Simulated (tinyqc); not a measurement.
From results back to parameters: cyclotron resonance of ellipsoidal valleys, Si type. Four cases, with inputs chosen for the exercise.

Problem. The cyclotron masses of the valleys [100] and [001] at this angle were computed from hidden ml and mt.

Valleys along [100], [010], [001] (each with its opposite partner), mass ml along the axis and mt across it. B lies in the (1-10) plane, b = (sin(theta)/sqrt2, sin(theta)/sqrt2, cos(theta)). For the angle phi between B and the axis, 1/mc^2 = cos^2(phi)/mt^2 + sin^2(phi)/(mt ml). Resonance: h nu = 2 muB B/mc, h = 2 pi hbar.

Case 1.

Values chosen (out of a larger set: near those of Si; not measured data): theta = 5 degrees (angle of B from [001] towards [110]).

mc of [100] = 0.427726 m0
mc of [001] = 0.196593 m0

Case 2.

Values chosen (out of a larger set: near those of Si; not measured data): theta = 7 degrees (angle of B from [001] towards [110]).

mc of [100] = 0.399060 m0
mc of [001] = 0.182085 m0

Case 3.

Values chosen (out of a larger set: near those of Si; not measured data): theta = 21 degrees (angle of B from [001] towards [110]).

mc of [100] = 0.374676 m0
mc of [001] = 0.198466 m0

Case 4.

Values chosen (out of a larger set: near those of Si; not measured data): theta = 46 degrees (angle of B from [001] towards [110]).

mc of [100] = 0.306750 m0
mc of [001] = 0.256504 m0

Find: X = 1/mt^2; Y = 1/(mt ml); mt; ml.

Solution.

Case 1.

X = 1/mt^2 = 26.03
Y = 1/(mt ml) = 5.388
mt = 0.196 m0
ml = 0.95 m0

With cos^2(phi) = 0.0038 and 0.9924, the two values of 1/mc^2 are linear equations for X and Y; mt = 1/sqrt(X), ml = sqrt(X)/Y.

Case 2.

X = 1/mt^2 = 30.52
Y = 1/(mt ml) = 6.098
mt = 0.181 m0
ml = 0.91 m0

With cos^2(phi) = 0.0074 and 0.9851, the two values of 1/mc^2 are linear equations for X and Y; mt = 1/sqrt(X), ml = sqrt(X)/Y.

Case 3.

X = 1/mt^2 = 28.29
Y = 1/(mt ml) = 5.671
mt = 0.188 m0
ml = 0.94 m0

With cos^2(phi) = 0.0642 and 0.8716, the two values of 1/mc^2 are linear equations for X and Y; mt = 1/sqrt(X), ml = sqrt(X)/Y.

Case 4.

X = 1/mt^2 = 25.77
Y = 1/(mt ml) = 5.343
mt = 0.197 m0
ml = 0.95 m0

With cos^2(phi) = 0.2587 and 0.4826, the two values of 1/mc^2 are linear equations for X and Y; mt = 1/sqrt(X), ml = sqrt(X)/Y.

Computed by tinyqc, one run a case: `OMP_NUM_THREADS=1 python tinyqc.py N N+1 out.jsonl` with N = 1280349, 1280470, 1280738, 1280769; one thread of a shared Intel(R) Xeon(R) Processor @ 2.30GHz, about 0.01 s a run at most.
